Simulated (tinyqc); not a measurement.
Size effects in the resistivity of thin metal films and interconnect lines: one step, computed by the program tinyqc. Command: `OMP_NUM_THREADS=1 python tinyqc.py 3030065 3030066 out.jsonl size walk`. One thread of a shared host (Intel(R) Xeon(R) Processor @ 2.30GHz), about 0.01 s of CPU time with the checks.

Electrons lose their drift at surfaces (a share 1 - p of the hits) and at grain boundaries (reflection R), besides bulk scattering.

Problem. Resistivity of the film. Both together (Mayadas-Shatzkes film): rho_b/rho = (rho_b/rho of the grains alone) - (6/(pi kappa))(1 - p) int_0^(pi/2) dphi int_0^1 ds (cos^2 phi/H^2)(s - s^3)(1 - exp(-kappa H/s))/(1 - p exp(-kappa H/s)), H = 1 + alpha/(cos phi sqrt(1 - s^2)), 40 x 80 Gauss-Legendre points. Sheet resistance rho/h; additive estimate rho_b (f_surface + f_grain - 1).

Inputs (values chosen for the exercise, modelled on platinum): bulk resistivity rho_b = 10.9 microohm cm; specularity p = 0; film thickness h = 25 nm.

Geometry: film.

rho/rho_b from grains = 1.712083

alpha = 0.5084

kappa = h/lambda = 3.209243

rho/rho_b from surfaces = 1.131298

Give: resistivity rho; sheet resistance; additive estimate; error of the additive estimate.

Solution.

resistivity rho = 19.93 microohm cm

sheet resistance = 7.973 ohm

additive estimate = 20.09 microohm cm

error of the additive estimate = 0.8047 %

Adding the two excesses (Matthiessen's rule) is 0.8 % high.
